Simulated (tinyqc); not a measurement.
# Metal-interlayer-semiconductor contact, depinning against tunnelling resistance: two studies

Zero bias, n-type semiconductor. Gap states at the semiconductor surface thin out as exp(-be ti), which unpins the barrier; electrons must then cross the interlayer (a rectangular barrier, no voltage drop across it) and the parabolic depleted layer, both by WKB. Energies E are counted from the Fermi level; no image force, parabolic bands.

Values chosen for this exercise; semiconductor values close to those of silicon; interlayer mass of the order of that in lanthanum oxide, offset chosen freely:
```
symbol,value,unit,meaning
T,250,K,temperature
Eg,1.16,eV,band gap
eps_r,12,,relative permittivity
chi,4.05,eV,electron affinity
Nc,2.13e19,cm^-3,conduction-band density of states at T
mt,0.186,m0,tunnelling mass in the semiconductor
mA,2.01,m0,Richardson mass
Nd,2.5e19,cm^-3,donor density
E0,0.37,eV,charge-neutrality level above the valence band
S0,0.26,,pinning factor without interlayer
phiM,4.29,eV,metal work function
ti,0.3,nm,interlayer thickness
dE,2.08,eV,conduction-band offset of the interlayer above the semiconductor
mi,0.29,m0,tunnelling mass in the interlayer
be,1.9,1/nm,decay constant of gap states through the interlayer
```

Constants: q = 1.602176634e-19 C, kB = 1.380649e-23 J/K, eps0 = 8.8541878128e-12 F/m, hbar = 1.054571817e-34 J s, h = 6.62607015e-34 J s, m0 = 9.1093837015e-31 kg, Vt = kB T/q, hbar^2/(2 m0) = 0.0380998212 eV nm^2. Results are converted to the units shown.

Each table varies one quantity; the others keep the values above.

## Contact resistivity against the interlayer thickness

S = 1/(1 + (1/S0 - 1) exp(-be ti)); phiB = S (phiM - chi) + (1 - S)(Eg - E0); xi = Ec - EF deep inside, from Nd = Nc F(-xi/Vt), F(x) = (2/sqrt(pi)) int_0^infinity sqrt(u) du/(1 + exp(u - x)); band bending U = phiB - xi; E00 = (hbar/2) sqrt(Nd/(eps0 eps_r mt m0)) in volts; A = 4 pi q mA m0 kB^2/h^3. With U = phiB - xi: for xi < E < phiB, y = (E - xi)/U and G1 = (U/E00) [sqrt(1 - y) - y ln((1 + sqrt(1 - y))/sqrt(y))], G1 = 0 above phiB; G2 = 2 ti sqrt(mi max(phiB + dE - E, 0)/C), C = hbar^2/(2 m0); f = 1/(1 + exp(E/Vt)); 1/rho_c = (A T^2/Vt^2) times the integral of exp(-G1 - G2) f over E from xi upwards. Shares under 0.001 % are printed as 0; rows without band bending are left out.

The same in every row: E00/Vt = 2.88.

Contact resistivity against the interlayer thickness:
```
ti (nm)      S  phiB (eV)  rho_c (ohm cm^2)  rho_c with G2 = 0 (ohm cm^2)  peak of the integrand (eV)  share above phiB (%)
0        0.260      0.647           1.10e-5                       1.10e-5                      0.0229                     0
0.4      0.429      0.554           9.32e-5                       2.68e-6                      0.0221                     0
0.8      0.616      0.451           5.94e-4                       5.66e-7                      0.0206                     0
1.2      0.775      0.364           0.00439                       1.54e-7                      0.0192               0.00106
1.6      0.880      0.306            0.0484                       6.54e-8                      0.0183               0.00731
2        0.940      0.273             0.782                       4.04e-8                      0.0180                0.0230
2.4      0.971      0.256              16.3                       3.16e-8                      0.0183                0.0446
2.8      0.986      0.248               391                       2.80e-8                      0.0189                0.0667
3.2      0.994      0.244            1.01e4                       2.64e-8                      0.0198                0.0878
```

What does the table show?

As ti goes from 0 to 3.2, phiB falls from 0.647 to 0.244 eV and rho_c rises from 1.10e-5 to 10100 ohm cm^2. No thickness listed beats the bare contact: tunnelling through the layer costs more than the change of the barrier gains. The ratio of rho_c to its value with G2 = 0 runs from 1.00 to 3.83e11.

## Contact resistivity against the decay constant of gap states through the interlayer

Same model as above.

The same in every row: E00/Vt = 2.88; share above phiB (%) = 0.

Contact resistivity against the decay constant of gap states through the interlayer:
```
be (1/nm)      S  phiB (eV)  rho_c (ohm cm^2)  rho_c with G2 = 0 (ohm cm^2)  peak of the integrand (eV)
1          0.322      0.613           9.70e-5                       6.58e-6                      0.0230
2          0.390      0.575           5.36e-5                       3.71e-6                      0.0223
3          0.464      0.535           2.85e-5                       2.01e-6                      0.0214
4          0.538      0.494           1.50e-5                       1.08e-6                      0.0204
5          0.612      0.454           8.00e-6                       5.88e-7                      0.0194
6          0.680      0.416           4.46e-6                       3.34e-7                      0.0185
7          0.742      0.382           2.65e-6                       2.02e-7                      0.0175
8          0.795      0.353           1.69e-6                       1.31e-7                      0.0167
```

As be goes from 1 to 8, phiB falls from 0.613 to 0.353 eV and rho_c falls from 9.70e-5 to 1.69e-6 ohm cm^2. The ratio of rho_c to its value with G2 = 0 runs from 14.7 to 12.9.

Numbers from tinyqc (`OMP_NUM_THREADS=1 python tinyqc.py 2270078 2270079 out.jsonl`; about 0.02 s on one thread of a shared Intel Xeon 2.30GHz).
